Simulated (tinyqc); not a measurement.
Boltzmann transport in a parabolic band with a power-law relaxation time: one step. Integrals for r = 0.5 (polar optical or piezoelectric scattering). Three cases, with inputs chosen for the exercise.

Question. Evaluate F_j and K_j for j = 1/2, r + 1/2, r + 3/2, r + 5/2 and 2r + 1/2 (each value once).

F_j(eta) = (1/Gamma(j + 1)) integral_0^infinity x^j dx/(1 + exp(x - eta)), which tends to exp(eta) for eta << 0.

tau = tau0 x^r with x = E/kT. With K_j = Gamma(j + 1) F_j(eta): <tau> = tau0 (r + 3/2) K_(r+1/2)/((3/2) K_(1/2)); mu = <tau>/(mc m0/e), m0/e = 5.685630e-12 kg/C; Hall factor rH = (3/2) K_(1/2) (2r + 3/2) K_(2r+1/2)/((r + 3/2) K_(r+1/2))^2; Seebeck S = -(kB/e) [(r + 5/2) K_(r+3/2)/((r + 3/2) K_(r+1/2)) - eta]; Lorenz number L = (kB/e)^2 [(r + 7/2) K_(r+5/2)/((r + 3/2) K_(r+1/2)) - ((r + 5/2) K_(r+3/2)/((r + 3/2) K_(r+1/2)))^2]; kB/e in V/K. Valley anisotropy is left out of rH.

Give: F_j and K_j.

Case 1.

Values chosen (out of a larger set: masses near those of GaN; tau0 is set for a mobility of the usual size at this n, kL is a free input; freeze-out and phonon drag, which matter near 77 K, are left out; not measured data): r = 0.5 (exponent of tau).

eta = -3.496400

Answer.

F_j and K_j:
```
j         F_j       K_j
0.5  0.029987  0.026575
1.0  0.030080  0.030080
2.0  0.030192  0.060385
3.0  0.030249   0.18150
1.5  0.030146  0.040074
```

Case 2.

Values chosen (out of a larger set: masses near those of SiC; tau0 is set for a mobility of the usual size at this n, kL is a free input; freeze-out and phonon drag, which matter near 77 K, are left out; not measured data): r = 0.5 (exponent of tau).

eta = -2.405664

Answer.

F_j and K_j:
```
j         F_j       K_j
0.5  0.087462  0.077511
1.0  0.088249  0.088249
2.0  0.089215   0.17843
3.0  0.089706   0.53824
1.5  0.088812   0.11806
```

Case 3.

Values chosen (out of a larger set: masses near those of SiC; tau0 is set for a mobility of the usual size at this n, kL is a free input; freeze-out and phonon drag, which matter near 77 K, are left out; not measured data): r = 0.5 (exponent of tau).

eta = -0.826072

Answer.

F_j and K_j:
```
j        F_j      K_j
0.5  0.38265  0.33911
1.0  0.39738  0.39738
2.0  0.41645  0.83289
3.0  0.42670   2.5602
1.5  0.40835  0.54283
```

Computed by tinyqc, one run a case: `OMP_NUM_THREADS=1 python tinyqc.py N N+1 out.jsonl` with N = 1650102, 1650135, 1650138; one thread of a shared Intel(R) Xeon(R) Processor @ 2.30GHz, about 0.01 s a run at most.
